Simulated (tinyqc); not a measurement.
Ewald sum of point charges, fluorite, strained along z by a factor 1.08, lattice, step by step. Computed by tinyqc, a small Python program that keeps every step. Command: `OMP_NUM_THREADS=1 python tinyqc.py 31560 31561 out.jsonl` (the two numbers bound the seeds that draw the settings). One thread of a shared host (Intel(R) Xeon(R) Processor @ 2.60GHz), about 0.05 s of CPU time with the checks.

## Ewald sum with eta = 0.252 1/bohr

cell vectors (rows) (bohr):
```
          1         2         3
1  0.000000  6.310000  6.815000
2  6.310000  0.000000  6.815000
3  6.310000  6.310000  0.000000
```

Charges:
```
q                f1        f2        f3
2.000000   0.000000  0.000000  0.000000
-1.000000  0.250000  0.250000  0.250000
-1.000000  0.750000  0.750000  0.750000
```

Real space: 1/2 sum q_i q_j erfc(eta r)/r over all images with r > 0; reciprocal space: (2 pi/V) sum_(G != 0) exp(-G^2/4 eta^2)/G^2 |S(G)|^2 with S(G) = sum q exp(i G.r); self term -eta/sqrt(pi) sum q^2; background -pi Q^2/(2 V eta^2), Q the total charge.

Real-space shells (first ones):
```
r (bohr)   pairs  sum (hartree)
5.614188      16      -0.129428
6.310000       8       0.015548
6.815000       4       0.004446
8.923688      12       0.001979
9.287644      24       0.002411
10.542832     32      -0.000521
11.153814     16      -0.000101
11.228376     16       0.000045
12.620000     12       0.000007
13.630000      6       5.23e-07
13.812440     16      -9.90e-07
14.109589     16       2.80e-07
```

Reciprocal shells (first ones that count):
```
G^2 (1/bohr^2)  vectors  sum (hartree)
0.708264              8       0.032185
0.850018              2       0.015348
0.991519              4       0.015076
2.408300              8       0.000012
2.691302             16       0.000007
2.833056              8       0.000007
4.391337             16       5.24e-09
4.391590              8       1.05e-08
4.674340              8       8.08e-10
4.816094              8       1.79e-09
4.957595              8       9.99e-10
```

## The total does not depend on eta

The same sums for other eta.

Totals (hartree per cell):
```
eta            real  reciprocal       self  background        total
0.252000  -0.105615    0.062636  -0.853055    0.000000  -0.89603398
0.418000  -0.002439    0.521392  -1.414987    0.000000  -0.89603398
0.536000  -0.000058    0.918458  -1.814434    0.000000  -0.89603398
```

shortest distance = 5.614188 bohr

Madelung constant -E d / (formula units |q+ q-|) = 2.515252
